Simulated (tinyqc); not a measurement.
## Subthreshold parameters from three currents

Question. Far below threshold and for Vds well above Vt the virtual-source current tends to I = Cinv n Vt vx0 exp((Vgs - VT0 + dl Vds + al Vt)/(n Vt)) per width, with constant n; the three currents follow this limit. Find n, dl and VT0.

Parameters, values chosen for the exercise:
```
symbol,value,unit,meaning
T,300,K,temperature
Cinv,2.81,uF/cm^2,inversion capacitance
vx0,3.13e7,cm/s,velocity at the virtual source
al,3.5,,threshold shift (in units of Vt) from weak to strong inversion
```

Constants: q = 1.602176634e-19 C, kB = 1.380649e-23 J/K, Vt = kB T/q. Results are converted to the units shown.

I at (Vgs, Vds) = (-0.2, 0.3), (-0.09, 0.3) and (-0.2, 1.2) V (nA/um): [0.091270104, 5.2511096, 0.23094619]

Answer. The first two currents differ in Vgs alone and give n; the first and third differ in Vds alone and give dl; the size of the first then gives VT0.

n = 1.05
dl = 0.0280 V/V
VT0 = 0.300 V

Numbers from tinyqc (`OMP_NUM_THREADS=1 python tinyqc.py 2380056 2380057 out.jsonl`; about 0.01 s on one thread of a shared Intel Xeon 2.30GHz).
